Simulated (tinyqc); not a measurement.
# Surface potential of a MOS transistor: implicit equation and explicit approximations: what changes with what

p-type body, charge-sheet picture, depletion and inversion only, full ionisation (an idealisation for deep acceptors), Boltzmann statistics (rough once Na exp(x - xn) passes about Nc/7). In units of Vt: xg = (Vg - Vfb)/Vt, x = psi/Vt, G = gamma/sqrt(Vt), xn = (2 phiF + Vc)/Vt. The implicit equation is (xg - x)^2 = G^2 [x - 1 + exp(x - xn)] for x above about 3. Cox = eps0 eox/tox.

Inputs (values chosen for the exercise); band and dielectric values close to those of silicon:
```
symbol    value   unit                                                                 meaning
T           350      K                                                             temperature
Eg         1.11     eV                                                                band gap
eps_r      11.5                                                          relative permittivity
Nc      3.52e19  cm^-3                                  conduction-band density of states at T
Nv      3.38e19  cm^-3                                     valence-band density of states at T
eox         3.9         relative permittivity of the gate insulator (close to silicon dioxide)
tox         4.6     nm                                                     insulator thickness
Na       4.2e17  cm^-3                                                        acceptor density
Vfb       -0.32      V                                                       flat-band voltage
Vc            1      V                                                    channel-body voltage
Vg         2.31      V                                                       gate-body voltage
```

Constants: q = 1.602176634e-19 C, kB = 1.380649e-23 J/K, Vt = kB T/q, eps0 = 8.8541878128e-14 F/cm where lengths are in cm. Results are converted to the units shown.

Each table varies one quantity; the others keep the values above.

## Accuracy of the approximations against gate voltage

ni = sqrt(Nc Nv) exp(-Eg/(2 Vt)), Eg in volts; phiF = Vt ln(Na/ni); gamma = sqrt(2 q eps0 eps_r Na)/Cox; VT = Vfb + Vt (xn + G sqrt(xn - 1)). Depletion value a = 1 + [sqrt(G^2/4 + xg - 1) - G/2]^2; inversion value b = xn + ln[(xg - xn)^2/G^2 - xn + 1] and first guess y = min(a, b) - ln(1 + exp(-|a - b|)) if a > xn + 1, else b = y = a; one second-order correction with D = exp(y - xn), p = 2 (xg - y) + G^2 (1 + D), w = (xg - y)^2 - G^2 (y - 1 + D): z = y + 2 w/(p + sqrt(p^2 - 2 (2 - G^2 D) w)), or the Newton step z = y + w/p where the root is not real. N_inv = (Cox Vt G/q) [sqrt(x - 1 + exp(x - xn)) - sqrt(x - 1)] at the root. Lambert form (Cox m Vt/q) W0[(G/(2 m sqrt(xn - 1))) exp((Vg - VT)/(m Vt))], m = 1 + G/(2 sqrt(xn - 1)). Errors under 1e-4 mV, and the linear form below VT, are printed as 0.

Result of one run:

| Vg (V) | psi (V) | x - xn | error of y (mV) | error of z (mV) | N_inv (cm^-2) | Cox (Vg - VT)/q (cm^-2) | Lambert form (cm^-2) |
|---|---|---|---|---|---|---|---|
| 1.99 | 1.677 | -5.536 | 0.0192 | 0 | 1.070e8 | 0 | 9.992e7 |

What becomes of these results when the gate-body voltage Vg is changed from 1.99 to 2.39 V, all else the same?

Result of the changed run:

| Vg (V) | psi (V) | x - xn | error of y (mV) | error of z (mV) | N_inv (cm^-2) | Cox (Vg - VT)/q (cm^-2) | Lambert form (cm^-2) |
|---|---|---|---|---|---|---|---|
| 2.39 | 1.933 | 2.954 | 19.6 | -2.32 | 4.524e11 | 9.453e11 | 4.630e11 |

The whole series:

| Vg (V) | psi (V) | x - xn | error of y (mV) | error of z (mV) | N_inv (cm^-2) | Cox (Vg - VT)/q (cm^-2) | Lambert form (cm^-2) |
|---|---|---|---|---|---|---|---|
| 1.79 | 1.510 | -11.07 | 0 | 0 | 4.443e5 | 0 | 3.678e5 |
| 1.99 | 1.677 | -5.536 | 0.0192 | 0 | 1.070e8 | 0 | 9.992e7 |
| 2.19 | 1.841 | -0.09166 | 4.25 | -1.92e-3 | 2.353e10 | 8.209e9 | 2.360e10 |
| 2.39 | 1.933 | 2.954 | 19.6 | -2.32 | 4.524e11 | 9.453e11 | 4.630e11 |
| 2.59 | 1.966 | 4.048 | 15.2 | -0.985 | 1.207e12 | 1.882e12 | 1.236e12 |
| 2.79 | 1.985 | 4.679 | 11.6 | -0.391 | 2.039e12 | 2.819e12 | 2.086e12 |
| 2.99 | 1.999 | 5.131 | 9.64 | -0.209 | 2.901e12 | 3.757e12 | 2.964e12 |
| 3.19 | 2.010 | 5.486 | 8.34 | -0.130 | 3.779e12 | 4.694e12 | 3.857e12 |
| 3.39 | 2.018 | 5.781 | 7.42 | -0.0892 | 4.668e12 | 5.631e12 | 4.759e12 |

psi rises from 1.51 to 2.02 V and ends 5.8 Vt above 2 phiF + Vc. Among the rows the first guess is off by at most 20 mV (at Vg = 2.39 V) and the corrected value by at most 2.3 mV. In the last row the linear form is 21 % above N_inv and the Lambert form 2.0 % above it; in the first row the Lambert form is 17 % below it. For Vg = 2.39, 2.59, 2.79, 2.99, 3.19, 3.39 the electron quasi-Fermi level lies less than 2 Vt below the band edge at the surface, or above it, where degeneracy and confinement, left out, matter.

## Effect of the channel-body voltage at fixed gate voltage

Same model as above.

Results:

| Vc (V) | psi (V) | x - xn | error of y (mV) | error of z (mV) | N_inv (cm^-2) | Cox (Vg - VT)/q (cm^-2) | Lambert form (cm^-2) |
|---|---|---|---|---|---|---|---|
| 0 | 1.018 | 5.773 | 7.18 | -0.0805 | 5.255e12 | 6.283e12 | 5.394e12 |
| 0.2 | 1.209 | 5.465 | 8.12 | -0.120 | 4.150e12 | 5.104e12 | 4.257e12 |
| 0.4 | 1.397 | 5.086 | 9.49 | -0.198 | 3.073e12 | 3.948e12 | 3.152e12 |
| 0.6 | 1.582 | 4.587 | 11.7 | -0.402 | 2.030e12 | 2.809e12 | 2.082e12 |
| 0.8 | 1.760 | 3.828 | 16.2 | -1.27 | 1.040e12 | 1.684e12 | 1.066e12 |
| 1.2 | 1.947 | -3.218 | 0.183 | 0 | 1.008e9 | 0 | 9.776e8 |
| 1.4 | 1.947 | -9.843 | 2.42e-4 | 0 | 1.337e6 | 0 | 1.183e6 |

Estimate the missing row, Vc = 1 V.

Computed row:

| Vc (V) | psi (V) | x - xn | error of y (mV) | error of z (mV) | N_inv (cm^-2) | Cox (Vg - VT)/q (cm^-2) | Lambert form (cm^-2) |
|---|---|---|---|---|---|---|---|
| 1 | 1.909 | 2.151 | 13.5 | -0.386 | 2.114e11 | 5.705e11 | 2.158e11 |

With this row back in the table: As Vc goes from 0 to 1.4, psi rises from 1.02 to 1.95 V, x - xn falls from 5.77 to -9.84 and N_inv falls from 5.26e12 to 1.34e6 cm^-2. The Lambert form lies between 0.885 and 1.03 times N_inv. psi follows Vc only while the surface is inverted; once x falls below xn it settles at the depletion value. For Vc = 0, 0.2, 0.4, 0.6, 0.8 the electron quasi-Fermi level lies less than 2 Vt below the band edge at the surface, or above it, where degeneracy and confinement, left out, matter.

tinyqc, about 0.01 s, one thread, Intel Xeon 2.30GHz (shared host): `OMP_NUM_THREADS=1 python tinyqc.py 2122221 2122222 out.jsonl`
